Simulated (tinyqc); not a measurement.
Worked calculation: growth of a silicide layer between metal and silicon: linear-parabolic kinetics, ramp anneals and Kissinger analysis. Computed by tinyqc, a small Python program that keeps every step. Command: `OMP_NUM_THREADS=1 python tinyqc.py 3028274 3028275 out.jsonl silicide walk`. One thread of a shared host (Intel(R) Xeon(R) Processor @ 2.30GHz), about 0.2 s of CPU time with the checks. Intermediate numbers are printed to about 6 digits and carried at full precision; extremes and crossings named in words are read from the listed rows.

One compound layer of thickness x grows by diffusion through itself and reaction at an interface, dx/dt = 1/(2x/K + 1/v), until the metal is used up at x = a h.

Inputs (values chosen for the exercise, modelled on TiSi2):
```
quantity                                  value          unit
metal thickness h                            21            nm
silicide formed per metal thickness a      2.51             -
silicon consumed per metal thickness b     2.27             -
prefactor of the parabolic constant K   1.7e+10        nm^2/s
activation energy E of K                   1.72            eV
prefactor of the interface velocity v   1.6e+11          nm/s
activation energy E_v                      1.89            eV
temperature T                               585             C
time t                                       56             s
ramp rate beta                              0.1           C/s
silicide resistivity                         67  micro-ohm cm
junction depth x_j                           46            nm
```

Constants: k_B = 8.617333262e-05 eV/K.

## Final thickness

The silicide ends at the thickness a h.

final thickness = 52.71 nm

## Geometry at full reaction

Silicon consumed b h, sheet resistance rho/(final thickness) with 1 micro-ohm cm/nm = 10 ohm; margin to the junction x_j - b h.

silicon consumed = 47.67 nm

sheet resistance = 12.7111 ohm/square

margin to the junction = -1.67 nm

The silicide would punch through the junction.

## Isothermal growth

K = K0 exp(-E/(k_B T)), v = v0 exp(-E_v/(k_B T)). Temperatures in kelvin are T(C) + 273.15. x^2/K + x/v = t, so x = (K/(2v)) [sqrt(1 + 4 v^2 t/K) - 1], capped at a h; completion time t_c = (a h)^2/K + a h/v, a h being the final thickness; crossover thickness K/v.

K = 1.34637 nm^2/s

v = 1.27189 nm/s

crossover thickness = 1.05855 nm

thickness at time t = 8.16995 nm

completion time = 2105.03 s

15 % has reacted. Diffusion makes up 98 % of the completion time. Caution: a disilicide really forms through metal-rich phases and by nucleation, not as one layer from the metal.

## Ramp anneal

Ramp from x = 0 at 100 C at the rate beta: dx/dT = (1/beta)/(2x/K + 1/v), integrated adaptively (tolerance 1e-9) until x = a h at T_f.

completion temperature T_f = 651.698 C

## Kissinger analysis

Plot ln(beta/T_f^2) against 1/(k_B T_f), T_f in kelvin; minus the least-squares slope estimates the activation energy.

Ramps:
```
beta (C/s)  T_f (C)  1/(k_B T_f) (1/eV)  ln(beta/T_f^2)
0.03        606.628             13.1903        -17.0659
0.1         651.698             12.5475        -15.9618
0.3         696.877             11.9631        -14.9586
1           751.511             11.3252        -13.8642
3           806.765             10.7458        -12.8707
10          874.234             10.1139        -11.7879
30          943.197              9.5405        -10.8060
```

Kissinger energy = 1.71514 eV

A thousandfold faster ramp raises the completion temperature by only 337 C. The fit gives 1.715 eV, against E = 1.72 eV for diffusion and E_v = 1.89 eV for the interface: diffusion controls. Caution: nucleation and competing phases are left out; disilicides such as CoSi2 and the low-resistance form of TiSi2 start by nucleation and follow this law at best in part.

Checks made by the program: isothermal closed form against integration (relative difference below 1e-10).
